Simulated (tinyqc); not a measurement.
What each parameter does: band edges of strained Si(1-x)Ge(x) on relaxed Si(1-y)Ge(y).

Values are linear in the Ge fraction but for ED(x) = linear - CD x (1 - x) and a(x) = linear - Ca x (1 - x). Energies are on the common scale of Ev.

Coherent growth on a (001) face: e_par = (a(y) - a(x))/a(x), e_perp = -2 (C12/C11) e_par; exx = eyy = e_par, ezz = e_perp, no shear.

A valley with unit axis u lies at Ev + gap + (av + a_valley) tr(e) + Xu (u.e.u - tr(e)/3); the Delta axes are x, y, z and the L axes [111], [1-1-1], [-11-1], [-1-11]. The second-order shift of the Delta valleys under shear is left out; it lowers the pair normal to the sheared plane by tens of meV at a shear of 1 %.

Valence edges: Ev plus the levels of the 6 x 6 matrix of X, Y, Z times spin with -Dso/3 + l exx + m (eyy + ezz) on the diagonal (cyclic), n exy off it, l = av + 2 b, m = av - b, n = sqrt(3) d. Spin-orbit term (Dso/3) L.sigma on X, Y, Z with (L_k)_ij = -i epsilon_kij: <X+|H|Y+> = -i Dso/3, <X+|H|Z-> = Dso/3, <Y+|H|Z-> = -i Dso/3, <Z+|H|X-> = -Dso/3, <Z+|H|Y-> = i Dso/3, <X-|H|Y-> = i Dso/3, and their conjugates; + and - are the spin along z.

Inputs chosen for the exercise (end members near Si and Ge, in this order; not measured data):
```
symbol  value           unit      meaning
a       (5.425, 5.663)  angstrom  lattice constant
Dso     (0.045, 0.292)  eV        spin-orbit splitting
av      (2.47, 1.22)    eV        valence hydrostatic potential
b       (-2.07, -2.58)  eV        tetragonal shear potential
d       (-4.73, -5.32)  eV        trigonal shear potential
C11     (168, 127.1)    GPa
C12     (63.5, 48.8)    GPa
C44     (78.9, 66.9)    GPa
Ev      (0, 0.65)       eV        top of the unstrained valence band
ED      (1.157, 0.949)  eV        gap to the Delta valleys
EL      (1.996, 0.748)  eV        gap to the L valleys
aD      (1.85, 1.44)    eV        hydrostatic potential of the Delta gap
aL      (-2.83, -2.94)  eV        hydrostatic potential of the L gap
XuD     (9.24, 9.24)    eV        uniaxial potential, Delta
XuL     (16.01, 15.3)   eV        uniaxial potential, L
CD      0.196           eV        bowing of the Delta gap
Ca      0               angstrom  bowing of the lattice constant
face    001                       growth face
x       0.2                       Ge fraction of the layer
y       0.1                       Ge fraction of the relaxed buffer
```

dEc = Ec(buffer) - Ec(layer), dEv = Ev(layer) - Ev(buffer); buffer edges Ev(y) and Ev(y) + min(ED, EL).

One parameter was then changed.

Results before and after:
```
case     gap (eV)  valence splitting (meV)  dEc (eV)  dEv (eV)
base       1.0343                     26.7    0.0146    0.0696
changed    1.0326                     27.9    0.0142    0.0718
```

Which of these changes was made? (a) XuL = (18.412, 17.595) eV; (b) CD = 0.246 eV; (c) Dso = (0.052, 0.336) eV; (d) x = 0.23; (e) aD = (2.128, 1.656) eV; (f) C12 = (73.025, 56.12) GPa; (g) y = 0.13; (h) d = (-5.44, -6.118) eV.

Answer: (f) C12 = (73.025, 56.12) GPa. Of the candidates, run in turn, only this one gives the changed row.

All candidates:
```
case                       gap (eV)  valence splitting (meV)  dEc (eV)  dEv (eV)
base                         1.0343                     26.7    0.0146    0.0696
x = 0.23                     1.0098                     33.0    0.0178    0.0909
y = 0.13                     1.0492                     20.1    0.0098    0.0487
CD = 0.246 eV                1.0263                     26.7    0.0181    0.0696
aD = (2.128, 1.656) eV       1.0329                     26.7    0.0160    0.0696
C12 = (73.025, 56.12) GPa    1.0326                     27.9    0.0142    0.0718
XuL = (18.412, 17.595) eV    1.0343                     26.7    0.0146    0.0696
d = (-5.44, -6.118) eV       1.0343                     26.7    0.0146    0.0696
Dso = (0.052, 0.336) eV      1.0343                     27.6    0.0146    0.0696
```

The lowest valleys of the layer are Delta4, so among the conduction-band potentials only those of that family reach the gap and dEc; the buffer is unstrained. A shift large enough to swap the lowest family would change that.

tinyqc: `OMP_NUM_THREADS=1 python tinyqc.py 1050623 1050624 out.jsonl`; about 0.01 s, one thread, shared Intel(R) Xeon(R) Processor @ 2.30GHz.
